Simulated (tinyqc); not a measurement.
Fermi level and growth conditions: formation energy of a charged point defect from supercell energies. Computed by tinyqc, a small Python program. Command: `OMP_NUM_THREADS=1 python tinyqc.py 3028242 3028243 out.jsonl formation walk`. One thread of a shared host (Intel(R) Xeon(R) Processor @ 2.30GHz), about 0.01 s of CPU time with the checks.

The host is a compound AB. Making the defect adds n_A = 0, n_B = -1, n_X = 1 atoms to the cell. All total energies are inputs. E_F is counted from the valence-band maximum (VBM); x = 0 is A-rich and x = 1 B-rich growth.

Inputs (values chosen for the exercise, with gap and screening modelled on InP):
```
quantity                       value      unit
gap E_g                         1.35        eV
E_VBM of the host cell         2.343        eV
potential alignment dV       -0.0031        eV
dielectric constant eps         12.6         -
cell length L                   12.9  angstrom
mu_B of the pure element      -2.806        eV
formation enthalpy dH of AB   -0.988        eV
growth condition x              0.47         -
mu_X of the pure element      -6.902        eV
formation enthalpy of AX       -0.71        eV
```

Defect: impurity X on a B site. Supercell lattice: fcc.

charge states q: 0  -1  -2  -3

E(defect, q) - E(host), in the order of q (eV): -0.441  2.185  4.752  7.188

Constants: e^2/(4 pi eps_0) = 14.39964548 eV angstrom.

Method:
- dmu_A = x dH and dmu_B = (1 - x) dH, so that dmu_A + dmu_B = dH; mu = mu(element) + dmu. The impurity is held at its solubility limit: dmu_X = min(0, dH(AX) - dmu_A).
- The reservoir term is sum n_i mu_i.
- Image-charge correction of a point charge in a neutralising background: E_corr = q^2 alpha e^2/(4 pi eps_0) / (2 eps L), alpha = 2.888282 for a fcc array with L the cube root of the volume.
- E_f(q, E_F) = [E(defect, q) - E(host)] - sum n_i mu_i + q (E_VBM + dV + E_F) + E_corr(q).
- Each entry is the lowest E_f over q.

E_f(q, 0) (eV): (q=0) 3.37700, (q=-1) 3.79104, (q=-2) 4.40195, (q=-3) 5.13775

sum n_i mu_i = -3.818 eV

Lowest formation energy (eV):
```
E_F (eV)  stable q  A-rich, x = 0  x = 0.5  B-rich, x = 1
0.000            0         3.3770   3.3770         3.6550
0.169            0         3.3770   3.3770         3.6550
0.338            0         3.3770   3.3770         3.6550
0.506           -1         3.2850   3.2850         3.5630
0.675           -2         3.0520   3.0520         3.3300
0.844           -3         2.6057   2.6057         2.8837
1.013           -3         2.0987   2.0987         2.3767
1.181           -3         1.5947   1.5947         1.8727
1.350           -3         1.0877   1.0877         1.3657
```

What does the comparison show, and why?

Going from A-rich to B-rich growth shifts every line by +0.278 eV and moves no transition level. The slope of the envelope is the stable charge, so E_f is highest in the rows from E_F = 0 to 0.338 eV, where the neutral state is stable: the defect forms most easily in n-type material. Caution: the largest image-charge correction in these energies, q^2 alpha e^2/(8 pi eps_0 eps L) with alpha = 2.888282, exceeds a quarter of the gap; the point-charge term alone is then a rough estimate, usually too large for a charge that is spread out.

Extremes, crossings and ranges named in words are read from the listed rows.
